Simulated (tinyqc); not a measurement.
Inside a calculation. Model: thermal and gravitational stress in a wafer during furnace and rapid thermal processing, and the onset of slip. Computed by tinyqc, a small Python program that keeps every step. Command: `OMP_NUM_THREADS=1 python tinyqc.py 3019455 3019456 out.jsonl slip walk`. One thread of a shared host (Intel(R) Xeon(R) Processor @ 2.30GHz), about 0.01 s of CPU time with the checks. Intermediate numbers are printed to about 6 digits and carried at full precision; extremes and crossings named in words are read from the listed rows.

A thin free disc in plane stress, isotropic; T(r) = T_centre + dT (r/R)^n with n = 2. Stress is positive in tension; sigma_SB = 5.670374419e-8 W/(m^2 K^4), g = 9.80665 m/s^2.

Inputs (values chosen for the exercise, modelled on silicon):
```
quantity                             value        unit
wafer radius R                         225          mm
thickness t                            925  micrometre
Young's modulus E                      161         GPa
Poisson ratio nu                      0.25           -
expansion alpha                       4.23      1e-6/K
edge less centre temperature dT        -18           K
temperature T                         1225           K
prefactor A of the critical stress  0.0005         MPa
energy U of the critical stress       1.12          eV
density rho                           2330      kg/m^3
heat capacity c                        955    J/(kg K)
conductivity k                          23     W/(m K)
wafer spacing s                         16          mm
ramp rate                              1.1       K/min
radius of the support ring over R     0.93           -
```

Temperature profile: parabolic.

Constants: k_B = 8.617333262e-05 eV/K.

## Thermal stress

With x = r/R: s_rr = alpha E dT (1 - x^n)/(n + 2), s_tt = alpha E dT [1 - (n + 1) x^n]/(n + 2).

Temperature and stresses at r/R = 0, 0.3, 0.5, 0.7, 0.8, 0.9, 0.95, 1:
```
r/R   T - T_centre (K)  s_rr (MPa)  s_tt (MPa)
0.00             0.000    -3.06463    -3.06463
0.30            -1.620    -2.78882    -2.23718
0.50            -4.500    -2.29848    -0.76616
0.70            -8.820    -1.56296     1.44038
0.80           -11.520    -1.10327     2.81946
0.90           -14.580    -0.58228     4.38243
0.95           -16.245    -0.29880     5.23286
1.00           -18.000     0.00000     6.12927
```

hoop stress at the edge = 6.12927 MPa

r/R where s_tt = 0 = 0.577350

The cold edge is stretched; the edge stress is n times that at the centre in size.

## Resolved stress round the edge

At the edge the stress is uniaxial along the tangent d = (cos phi, sin phi, 0) of a (001) wafer; the Schmid factor is the largest |(d.n)(d.b)| over the twelve {111}<110> systems.

Schmid factor and resolved stress at phi = 0, 7.5, 15, 22.5, 30, 37.5 and 45 degrees from [100]:
```
phi from [100] (degrees)  Schmid factor  resolved stress (MPa)
0.0                            0.408248                2.50226
7.5                            0.454124                2.78345
15.0                           0.482963                2.96021
22.5                           0.492799                3.02050
30.0                           0.482963                2.96021
37.5                           0.454124                2.78345
45.0                           0.408248                2.50226
```

The factor is 1/sqrt(6) = 0.408 along <100> and <110> and peaks at 0.4928 at 22.5 degrees, so slip, if any, starts at eight places between these directions.

## Slip criterion

Critical resolved stress tau_c = A exp(U/(k_B T)), a form chosen for the exercise; slip when 0.492799 |s_tt(R)| > tau_c; allowed |dT| = tau_c (n + 2)/(0.492799 n alpha E).

critical stress tau_c = 20.2660 MPa

resolved over critical stress = 0.149043

allowed |dT| = 120.771 K

No slip; the margin is a factor 6.7.

## Ramp rate in a batch furnace

In a stack heated from the rim, heat flows inward by conduction and by radiation between wafers: k_eff = k + (16/3) sigma_SB T^3 s^2/t (a diffusion estimate with the spacing as path length). A steady ramp gives the parabolic lag dT = rho c (ramp) R^2/(4 k_eff); the allowed ramp uses n = 2.

k_eff = 176.857 W/(m K)

lag of the centre = 2.91933 K

allowed ramp rate = 45.5061 K/min

Radiation carries 87 % of the inward flow. The ramp is 0.02 of the allowed one.

## Gravity

Own weight q = rho g t on a ring of radius b R, x = r/R: moments of an edge-supported plate, M_r = q R^2 (3 + nu)(1 - x^2)/16 and M_t = q R^2 [(3 + nu) - (1 + 3 nu) x^2]/16, less the uniform moment inside the ring load, q R^2 [(1 - nu)(1 - b^2) - 2 (1 + nu) ln b]/8; stress at the lower face = 6 M/t^2.

stress at the centre = 1.25891 MPa

radial stress at the ring = -0.0592893 MPa

hoop stress at the ring = 0.549110 MPa

The largest of these is 0.031 tau_c when halved for shear. Point supports give far higher local stress than a ring.

## Position of the support ring

The formulas are those given above.

Stress at the lower face (MPa):
```
b       centre  radial at ring  hoop at ring  largest in size
0.40  -1.21528        -1.45913      -1.34658          1.45913
0.50  -0.62874        -1.00977      -0.83391          1.00977
0.60  -0.12386        -0.67254      -0.41931          0.67254
0.65   0.10778        -0.53615      -0.23895          0.53615
0.70   0.32903        -0.41778      -0.07310          0.41778
0.75   0.54180        -0.31551       0.08017          0.54180
0.80   0.74765        -0.22778       0.22242          0.74765
0.90   1.14340        -0.09112       0.47866          1.14340
1.00   1.52410         0.00000       0.70343          1.52410
```

Among these rows the largest stress is least, 0.418 MPa, for a ring at 0.7 R, 3.6 times below edge support: the overhang balances the sag of the centre. All values scale as R^2/t.

## Limits against temperature

The formulas are those given above.

For the parabolic profile:
```
T (K)  tau_c (MPa)  allowed |dT| (K)  k_eff (W/(m K))  allowed ramp (K/min)
1050       118.777           707.827          119.889               180.799
1125        52.041           310.129          142.170                93.937
1200        25.279           150.646          167.628                53.801
1275        13.368            79.664          196.476                33.347
1350         7.588            45.218          228.925                22.054
1425         4.572            27.243          265.188                15.392
1500         2.897            17.266          305.477                11.237
```

From 1050 to 1500 K the allowed difference falls 41 times and the allowed ramp 16 times; radiation, which grows as T^3, gives back a factor 2.55. Ramps must slow as the wafer gets hotter.

Checks made by the program: force balance: the hoop stress integrates to zero (added to the edge stress) (relative difference below 1e-10).
